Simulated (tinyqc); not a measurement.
Voltage acceleration of oxide breakdown, four models on the same data: effect of the use temperature.

Field E = V/tox in MV/cm. Models: ln(t63/1 s) = a - c X with X = E (E model), -1/E (1/E model), ln V (power law, c the exponent n) or sqrt(E).

With a and c fitted to the stress data, the voltage for ten years solves a - c X + ln(temperature factor times ks) = ln 3.15576e8; temperature factor exp[(Ea q/kB)(1/Tu - 1/Ts)].

Parameters, values chosen for the exercise: oxide thickness tox = 7.1 nm; stress temperature Ts = 373 K; activation energy Ea = 0.98 eV; factor for area and percentile ks = 0.00034.

Constants: q = 1.602176634e-19 C, kB = 1.380649e-23 J/K. Results are converted to the units shown.

```
model,c,a
E,4.21943,47.5654
1/E,437.005,-38.9946
power,43.1788,89.6756
sqrt E,27.0322,90.6906
```

Effect of the use temperature:
```
Tu (K),temperature factor,"V for ten years, E (V)","V for ten years, 1/E (V)","V for ten years, power (V)","V for ten years, sqrt E (V)"
273,7.084e4,5.246,5.602,5.459,5.364
298,2150,4.658,5.270,5.035,4.871
328,65.56,4.071,4.975,4.644,4.403
358,3.588,3.582,4.753,4.342,4.031
378,0.6681,3.299,4.634,4.176,3.823
398,0.1473,3.045,4.532,4.032,3.641
423,0.02722,2.760,4.423,3.877,3.443
```

The temperature factor falls from 70800 to 0.0272, and the allowed voltage by 47.4 % in the E model and 21.1 % in the 1/E model: the steeper a model is near use conditions, the less voltage a given factor in time costs.

Range of the model: All four laws are empirical fits; none is established far below the stress range.

Numbers from tinyqc (`OMP_NUM_THREADS=1 python tinyqc.py 2070133 2070134 out.jsonl`; about 0.01 s on one thread of a shared Intel Xeon 2.30GHz).
